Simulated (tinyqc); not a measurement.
# Hydrogenic impurity: series, fields, screening, photoionisation and donor-acceptor pairs, step by step

A worked calculation. Computed by tinyqc, a small Python program that keeps every step. Command: `OMP_NUM_THREADS=1 python tinyqc.py 3028296 3028297 out.jsonl hydrogenic walk`. One thread of a shared host (Intel(R) Xeon(R) Processor @ 2.30GHz), about 0.01 s of CPU time with the checks. Intermediate numbers are printed to about 7 digits and carried at full precision; extremes and crossings named in words are read from the listed rows.

One isotropic, parabolic band. Effective units: Ry* and a*, in which H = -nabla^2 - 2/r.

Inputs (values chosen for the exercise, for a model semiconductor):

| quantity | value | unit |
|---|---|---|
| electron mass m | 0.501 | m_0 |
| dielectric constant eps | 7.17 | - |
| donor density N | 1.9e+19 | cm^-3 |
| gap E_g | 5.08 | eV |
| acceptor depth E_A | 422 | meV |
| pair distance r | 26.7 | angstrom |
| rate prefactor W_0 | 1.7e+07 | 1/s |

Parts treated: screening and pairs.

Constants: Ry = 13.605693123 eV; a_0 = 0.529177210903 angstrom; h x 1 THz = 4.135667696 meV; e^2/(4 pi eps_0) = 14.39964548 eV angstrom.

## Effective units and the series

Ry* = Ry m/eps^2, a* = a_0 eps/m; level n is bound by Ry*/n^2; <r> = (3/2) a* in 1s; lines 1s -> np at Ry* (1 - 1/n^2); 1 THz = 4.135667696 meV.

Ry* = 132.5928 meV

a* = 7.573255 angstrom

<r> of 1s = 11.35988 angstrom

Series:

| n | binding (meV) | line from 1s (meV) | line (THz) |
|---|---|---|---|
| 2 | 33.14821 | 99.4446 | 24.04561 |
| 3 | 14.73254 | 117.8603 | 28.49850 |
| 4 | 8.28705 | 124.3058 | 30.05701 |
| 5 | 5.30371 | 127.2891 | 30.77837 |

Caution: the Bohr radius is only a few bond lengths, so central-cell terms and band anisotropy matter.

## Overlap of donors

Wigner-Seitz radius r_s = (3/(4 pi N))^(1/3); Mott criterion N_c^(1/3) a* = 0.26; overlap of two 1s orbitals at distance d: S = exp(-x)(1 + x + x^2/3), x = d/a*, with d = N^(-1/3).

r_s = 23.24802 angstrom

Mott density = 4.046433e+19 cm^-3

N over the Mott density = 0.4695494

overlap S = 0.1001102

The sample is on the insulating side, but close enough for an impurity band.

## Binding under screening

Thomas-Fermi screening by N free electrons of one valley, taken as a degenerate gas (the hypothesis that all donors are ionised): q a* = sqrt(4 k_F a*/pi), k_F = (3 pi^2 N)^(1/3). Screened potential -(2/r) exp(-q r). Basis exp(-zeta r), zeta_k = 0.02 x 1.6^k, k = 0..23: S = 2/s^3, T = zeta_i zeta_j S, V = -2/(s + q)^2 with s = zeta_i + zeta_j; overlap eigenvalues below 1e-11 are dropped.

q a* = 0.8921929

screened binding energy = 6.807992 meV

Screening leaves 5.1 % of the binding.

## From screening to the Mott criterion

First order: 1 - 2 q a*. One exponent: the maximum over zeta of 8 zeta^3/(2 zeta + q)^2 - zeta^2 (golden section on 0.01 to 1.2).

Binding (Ry*):

| N^(1/3) a* | N (cm^-3) | q a* | first order | one exponent | basis |
|---|---|---|---|---|---|
| 0.004 | 1.473439e+14 | 0.1255226 | 0.7489548 | 0.7708582 | 0.7708880 |
| 0.012 | 3.978286e+15 | 0.2174115 | 0.5651770 | 0.6278002 | 0.6280113 |
| 0.030 | 6.216073e+16 | 0.3437578 | 0.3124845 | 0.4601092 | 0.4610915 |
| 0.061 | 5.225668e+17 | 0.4901814 | 0.0196372 | 0.3023240 | 0.3053492 |
| 0.100 | 2.302249e+18 | 0.6276129 | -0.2552259 | 0.1854930 | 0.1918392 |
| 0.150 | 7.770091e+18 | 0.7686657 | -0.5373315 | 0.0937088 | 0.1049217 |
| 0.200 | 1.841799e+19 | 0.8875787 | -0.7751575 | 0.0368275 | 0.0529873 |

The binding falls from 0.771 to 0.053 Ry*. First order, a constant shift of the potential, overshoots and turns negative from q a* = 0.5. One exponent loses the state at q a* = 1 (N^(1/3) a* = 0.254, the classic form of the Mott criterion); the full basis keeps it to 1.19. The dilute rows are formal, since there the electrons are bound or non-degenerate.

## A donor-acceptor pair

No-phonon line h nu(r) = E_g - Ry* - E_A + e^2/(4 pi eps_0 eps r); rate W(r) = W_0 exp(-2 r/a*), the donor being the shallower centre; lifetime 1/W; zero field.

Coulomb term = 75.21793 meV

photon energy = 4.600625 eV

rate W = 14729.31 1/s

lifetime = 6.789186e-05 s

## The pair band in time

At delay t after a pulse the emission comes mostly from pairs with W(r) t = 1, so r = (a*/2) ln(W_0 t).

Dominant pairs:

| delay (s) | r (angstrom) | Coulomb term (meV) | photon energy (eV) |
|---|---|---|---|
| 1.00e-04 | 28.16639 | 71.30197 | 4.596709 |
| 1.00e-03 | 36.88542 | 54.44750 | 4.579855 |
| 1.00e-02 | 45.60445 | 44.03778 | 4.569445 |
| 1.00e-01 | 54.32348 | 36.96963 | 4.562377 |
| 1.00e+00 | 63.04251 | 31.85658 | 4.557264 |
| 1.00e+01 | 71.76154 | 27.98600 | 4.553393 |
| 1.00e+02 | 80.48058 | 24.95408 | 4.550361 |

Over six decades of delay the band moves down by 46.35 meV, since close pairs, which emit at higher energy, decay first; the shift per decade shrinks from 16.85 to 3.03 meV. At the donor density N = 1.9e+19 cm^-3 pairs as wide as in the last rows are rare, so those rows are formal.

Checks made by the program: the bound state at q = 0 (relative difference 8e-07).
